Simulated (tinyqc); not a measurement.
Potential-pH (Pourbaix) lines of a metal, its cation, its oxide and an oxyanion, with a complexing ligand: one step, computed by the program tinyqc.

Potentials are against the standard hydrogen electrode; solids and water have unit activity; dG_f of M, H+ and the electron is zero; F = e N_A and s = R T ln(10)/F. The cation carries z = 3.

Problem. Vertical lines. M3+ + 3e = M; (1/2) M2O3 + 3H+ + 3e = M + (3/2) H2O; MO2(-) + 4H+ + 3e = M + 2H2O. For each, E0 = -dG/(z F), and E = E0 + (s/z) log10 a - (s n_H/z) pH, with no activity term for the oxide. Two oxidised species coexist where their lines against the metal cross: pH1 (cation/oxide) = [E0(oxide) - E0(cation)]/s - (log10 a)/z; pH2 (oxide/oxyanion) = {[E0(oxyanion) - E0(oxide)]/s + (log10 a)/z}/(4/z - 1).

Inputs (values chosen for the exercise, modelled on gallium): temperature T = 298.15 K; log10 of the dissolved activity a = -6.

Species: M, M3+, M2O3, MO2(-).

E0 (V): cation -0.5434332, oxide -0.4918364, oxyanion -0.1766417

s = 0.05915935 V

Give: pH1; pH2; width of the oxide field, pH2 - pH1.

Solution.

pH1 = 2.872

pH2 = 9.984

width of the oxide field, pH2 - pH1 = 7.112

The oxide is stable from pH 2.87 to 9.98; each decade less of dissolved metal narrows this field by 1.33 pH units.
